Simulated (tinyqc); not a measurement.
Errors against cell size: correction of a charged-defect supercell by a model charge and potential alignment (plane-averaged potentials). Computed by tinyqc, a small Python program. Command: `OMP_NUM_THREADS=1 python tinyqc.py 3112607 3112608 out.jsonl align walk`. One thread of a shared host (Intel(R) Xeon(R) Processor @ 2.30GHz), about 0.01 s of CPU time with the checks.

The "true" defect charge is (1 - x) q in a Gaussian of width sigma plus x q in one of width sigma_t, so the exact answer is known; the correction sees only a single model Gaussian of width sigma_m. A Gaussian of width s has the transform rho(G) = exp(-G^2 s^2/2), normalised to 1. A uniform background cancels q, so G = 0 is left out. Potentials are those felt by a unit positive charge. E_0 is the formation energy of the isolated defect, E_cell its value in the supercell, E_lat = E_iso - E_per of the model charge, C the true less the model potential far from the defect; the exact correction is E_0 - E_cell, and the error of a scheme is E_cell plus its correction less E_0.

Inputs (values chosen for the exercise, with screening close to that of GaN):

| quantity | value | unit |
|---|---|---|
| defect charge q | 1 | e |
| dielectric constant eps | 9.43 | - |
| edge of the cubic cell L | 16.7 | angstrom |
| width sigma of the true defect charge | 1.5 | angstrom |
| width sigma_m of the model charge | 1 | angstrom |
| share x of the charge in a wide tail | 0 | - |
| width sigma_t of the tail | 3 | angstrom |

Constants: e^2/(4 pi eps_0) = 14.39964548 eV angstrom.

Method:
- Periodic energy E_per = (2 pi q^2/(eps L^3)) (e^2/(4 pi eps_0)) sum_(G != 0) rho(G)^2/G^2, G = (2 pi/L)(n1, n2, n3), |n_i| <= 16. Isolated energy: two Gaussians of charges q_a, q_b and widths a, b interact by q_a q_b (e^2/(4 pi eps_0 eps)) sqrt(2/pi)/sqrt(a^2 + b^2), and the self-energy is half the sum over pairs.
- Plane-averaged potential at distance z from the defect: V(z) = (4 pi q/(eps L^3)) (e^2/(4 pi eps_0 e)) sum_(m != 0) rho(G_m) cos(G_m z)/G_m^2, G_m = 2 pi m/L, |m| <= 40.
- Schemes: none; point-charge term alpha q^2 e^2/(4 pi eps_0 eps 2 L), alpha = 2.837297; E_lat of the model; E_lat - q C with C at z = L/2.

Error against E_0 (meV):

| L (angstrom) | none | point charge | model charge | model and alignment |
|---|---|---|---|---|
| 11.7 | -171.67 | 13.479 | 7.4881 | 0.0046457 |
| 14.2 | -145.02 | 7.539 | 4.1886 | 0.0000617 |
| 16.7 | -125.08 | 4.635 | 2.5750 | 0.0000005 |
| 20.0 | -105.62 | 2.698 | 1.4991 | 0.0000000 |

What follows from these numbers?

Between the last two rows the uncorrected error scales as L^-0.94 and the point-charge remainder as L^-3.00. With alignment the error is 0.0 meV in the smallest cell and 0.00 meV in the largest.

Extremes, crossings and ranges named in words are read from the listed rows.
